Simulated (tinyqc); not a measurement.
Comparisons within one model: quasiparticle equation with a plasmon-pole self-energy for two band edges. A value that a table varies takes the place of the one given here.

For each edge E = e + X + Sc(E), with the correlation part Sc(E) = A[0]/(E - a + w) + A[1]/(E - b - w); a and b are the valence and conduction energies that enter the Green function (a = ev, b = ec in the one-shot scheme). Z = 1/(1 - dSc/dE), dSc/dE = -A[0]/(E - a + w)^2 - A[1]/(E - b - w)^2.

Inputs chosen for the exercise (scales of the order of those of HfO2; shifted at random, so the results belong to these values and not to a real crystal):
- ev = 0 eV (mean-field valence top)
- ec = 4.16 eV (mean-field conduction edge)
- w = 15.1 eV (pole energy)
- Av = (45.4, 21.6) eV^2 (weights of the valence state on the hole and electron poles)
- Ac = (18, 53.3) eV^2 (the same for the conduction state)
- Xv = -2.84 eV (exchange minus the mean-field potential, valence)
- Xc = 3.52 eV (the same, conduction)

## Schemes compared

Z = 1; linearised; exact one-shot; energies updated in G (a, b); updated in G and W, where w grows by half of the opening of the gap (a rule chosen for the exercise).

Results (eV):
```
scheme,Ev,Ec,gap,opening
mean field,0.000,4.160,4.160,0.000
Z = 1,-0.955,5.085,6.040,1.880
linearised,-0.759,4.881,5.641,1.481
"one-shot, exact",-0.754,4.876,5.630,1.470
update G,-0.863,5.008,5.872,1.712
update G and W,-0.991,5.179,6.169,2.009
```

The openings run from 1.470 (one-shot, exact) to 2.009 eV (update G and W). Linearising moves the gap by 10 meV, updating G +242 meV and updating W a further +297 meV: once Z is kept, the level of self-consistency matters more than linearising.

## The starting point

The mean-field gap is opened by d (ev lowered by d/2, ec raised by d/2) and X is changed by the opposite amounts, so that e + X stays; one-shot and G-updated gaps.

Gaps (eV):
```
d,start,one-shot,update G
0.0,4.160,5.6301,5.8718
0.2,4.360,5.6594,5.8718
0.4,4.560,5.6884,5.8718
0.6,4.760,5.7171,5.8718
0.9,5.060,5.7597,5.8718
1.2,5.360,5.8017,5.8718
1.6,5.760,5.8567,5.8718
```

The one-shot gap moves by a fraction 0.14 of any change of the starting gap, while the updated gap, 5.8718 eV, does not depend on it. The two agree where the start already equals the result, near d = 1.71 eV. A real change of starting point alters the orbitals and the screening too; this model holds both fixed.

## What each parameter does

Exact one-shot edges and Z of the valence state there. Each row changes one parameter from the base and keeps the others.

Results:
```
case,Ev (eV),Ec (eV),gap (eV),Z
base,-0.7545,4.8757,5.6301,0.7846
w = 15.86 eV,-0.8503,4.9955,5.8458,0.7993
Xv = -2.94 eV,-0.8329,4.8757,5.7085,0.7834
Xc = 3.62 eV,-0.7545,4.9524,5.7068,0.7846
ec = 4.26 eV,-0.7503,4.9722,5.7225,0.7850
"Av = (47.67, 21.6) eV^2",-0.6312,4.8757,5.5069,0.7798
"Ac = (18, 55.96) eV^2",-0.7545,4.7349,5.4893,0.7846
```

The largest shifts from the base row, up to three for each result and ties (the steps differ in size, so this ranks the rows, not the parameters). Ev (eV): Av +0.1232, w -0.0958, Xv -0.0784; unchanged at the printed digits by Xc and Ac. Ec (eV): Ac -0.1408, w +0.1199, ec +0.0966; unchanged at the printed digits by Xv and Av. gap (eV): w +0.2157, Ac -0.1408, Av -0.1232. Z: w +0.0147, Av -0.0048, Xv -0.0012; unchanged at the printed digits by Xc and Ac.

tinyqc: `OMP_NUM_THREADS=1 python tinyqc.py 1880078 1880079 out.jsonl`; about 0.02 s, one thread, shared Intel(R) Xeon(R) Processor @ 2.30GHz.
